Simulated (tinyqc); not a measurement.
From results back to parameters: deformation-potential model of the Delta valleys of a conduction band. Four cases, with inputs chosen for the exercise.

Problem. A uniaxial tension X1 along [100] acts on valleys along x, y, z, with shifts dE = Xd tr(e) + Xu a.e.a and Boltzmann shares. The ratio of the share of the y valleys to that of the x valleys is given.

s11 = (C11 + C12)/((C11 - C12)(C11 + 2 C12)), s12 = -C12/((C11 - C12)(C11 + 2 C12)), s44 = 1/C44; exx = s11 sxx + s12 (syy + szz) and cyclic, exy = s44 sxy/2; tension is positive. A uniaxial stress X along the unit vector n is s_ij = X n_i n_j.

Constants: kB = 8.617333262e-05 eV/K.

Find: splitting dE_x - dE_y; Xu.

Method. The splitting is kT ln(n_y/n_x), and it equals Xu (exx - eyy) = Xu (s11 - s12) X1; Xd drops out.

Case 1.

Values chosen (near those of Si; shifted at random, so the results belong to these values and not to a real crystal):
- C11 = 169.9 GPa
- C12 = 61.7 GPa
- C44 = 79.5 GPa
- X1 = 1.4 GPa (size of the stress)
- T = 300 K (temperature)

n_y/n_x = 115.5580

Solution.

splitting dE_x - dE_y = 122.79 meV
Xu = 9.49 eV

Case 2.

Values chosen (near those of Si; shifted at random, so the results belong to these values and not to a real crystal):
- C11 = 165.7 GPa
- C12 = 63.3 GPa
- C44 = 78.9 GPa
- X1 = 1.5 GPa (size of the stress)
- T = 300 K (temperature)

n_y/n_x = 152.3195

Solution.

splitting dE_x - dE_y = 129.93 meV
Xu = 8.87 eV

Case 3.

Values chosen (near those of Si; shifted at random, so the results belong to these values and not to a real crystal):
- C11 = 163.1 GPa
- C12 = 65.4 GPa
- C44 = 78.3 GPa
- X1 = 1.1 GPa (size of the stress)
- T = 77 K (temperature)

n_y/n_x = 5167942

Solution.

splitting dE_x - dE_y = 102.57 meV
Xu = 9.11 eV

Case 4.

Values chosen (near those of Si; shifted at random, so the results belong to these values and not to a real crystal):
- C11 = 166.3 GPa
- C12 = 64.5 GPa
- C44 = 79.9 GPa
- X1 = 1.3 GPa (size of the stress)
- T = 150 K (temperature)

n_y/n_x = 11339.54

Solution.

splitting dE_x - dE_y = 120.68 meV
Xu = 9.45 eV

Computed by tinyqc, one run a case: `OMP_NUM_THREADS=1 python tinyqc.py N N+1 out.jsonl` with N = 1080907, 1080975, 1081129, 1081169; one thread of a shared Intel(R) Xeon(R) Processor @ 2.30GHz, about 0.03 s a run at most.
